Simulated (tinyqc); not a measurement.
Worked calculation: G0W0 on RHF in the sto-3g basis, for H3+, spin multiplicity 1. One step of it, computed by the program tinyqc.

Question. Integrals over molecular orbitals. (pq|rs) = sum C_ip C_jq C_kr C_ls (ij|kl), one index at a time.

coefficients C:
```
            MO1        MO2        MO3
1H 1s  0.475838  -0.165630   1.043775
2H 1s  0.430098  -0.708209  -0.758692
3H 1s  0.403246   0.941184  -0.388651
```

core Hamiltonian H = T + V (hartree):
```
           1H 1s      2H 1s      3H 1s
1H 1s  -1.362136  -0.766662  -0.673381
2H 1s  -0.766662  -1.309641  -0.533317
3H 1s  -0.673381  -0.533317  -1.273782
```

Two-electron integrals (ij|kl) in chemists' order, unique and non-zero (hartree):
```
(11|11) 0.774606   (21|11) 0.259832   (21|21) 0.116118   (22|11) 0.442514
(22|21) 0.259832   (22|22) 0.774606   (31|11) 0.221393   (31|21) 0.084991
(31|22) 0.162362   (31|31) 0.087448   (32|11) 0.139143   (32|21) 0.068047
(32|22) 0.165006   (32|31) 0.060248   (32|32) 0.051781   (33|11) 0.413792
(33|21) 0.177044   (33|22) 0.369068   (33|31) 0.221393   (33|32) 0.165006
(33|33) 0.774606
```

Give: one-electron integrals over orbitals h = C^T H C; Two-electron integrals over orbitals.

Answer.

one-electron integrals over orbitals h = C^T H C (hartree):
```
         1        2        3
1  -1.5150   0.0156  -0.0235
2   0.0156  -1.0815  -0.0027
3  -0.0235  -0.0027  -0.9842
```

Two-electron integrals over orbitals (pq|rs), unique and non-zero (hartree):
```
(11|11) 0.5389    (21|11) -0.0156   (21|21) 0.1445    (22|11) 0.5080
(22|21) 0.0610    (22|22) 0.6062    (31|11) 0.0235    (31|21) 0.0012
(31|22) -0.0738   (31|31) 0.1477    (32|11) 0.0019    (32|21) -0.0950
(32|22) -0.0168   (32|31) -0.0523   (32|32) 0.0896    (33|11) 0.5424
(33|21) -0.0646   (33|22) 0.4598    (33|31) 0.0826    (33|32) 0.0157
(33|33) 0.6174
```
